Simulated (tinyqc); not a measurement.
Stretching all distances: RHF, UHF, MP2, CISD and CCSD against full CI in the sto-3g basis, for BeH2, spin multiplicity 1. Computed by the program tinyqc with PySCF. All coordinates are multiplied by the scale. c0^2 is the weight of the RHF determinant in the lowest singlet FCI state (UHF is spin-contaminated and may lie near states of higher spin) and n(LUMO) the first natural occupation beyond the occupied space.

Geometry (angstrom):
```
atom,x,y,z
Be,0.0000,0.0000,0.0000
H,0.0000,1.2250,0.1120
H,0.0000,-1.2250,0.1120
```

Full CI energy (hartree) and errors against it (kcal/mol):
```
scale,distance 1-2 (angstrom),E(FCI),RHF,UHF,MP2,CISD,CCSD,<S^2> UHF,c0^2,n(LUMO)
0.8900,1.0948,-15.546038,17.3170,17.3170,5.2829,0.3019,0.1794,0.0000,0.9807,0.0169
1.1300,1.3900,-15.590761,23.7599,23.7599,8.2138,0.5633,0.2831,0.0000,0.9684,0.0334
1.3600,1.6729,-15.535488,35.3517,35.3517,13.8850,1.3789,0.6094,0.0000,0.9390,0.0717
1.6000,1.9682,-15.454025,54.9696,50.5637,24.1868,3.8065,1.6101,0.4965,0.8727,0.1630
1.8400,2.2634,-15.384480,85.0807,40.5492,41.0481,9.6392,3.9821,1.1296,0.7332,0.3686
2.0700,2.5463,-15.347945,126.1695,30.2502,64.7367,16.7386,4.5786,1.2797,0.5009,0.6997
```

What does the comparison show, and why?

UHF parts from RHF first at scale 1.6 of those listed, where <S^2> leaves zero. The weight c0^2 goes from 0.98 to 0.50 and n(LUMO) from 0.02 to 0.70: static correlation grows as the bonds break into open-shell fragments. The spread of the error along the curve, which distorts its shape, is CCSD 4.4, CISD 16.4, UHF 33.2, MP2 59.5, RHF 108.9 kcal/mol. The table stops here: at scale 2.31 and beyond, the reference weight falls under 0.45 or RHF, UHF or CCSD hop between solutions, so those rows were left out and the spreads given cover only the rows shown. As computed, partly on other solutions, the errors there reach in size RHF 174, UHF 29, MP2 85, CISD 19, CCSD 2 kcal/mol.
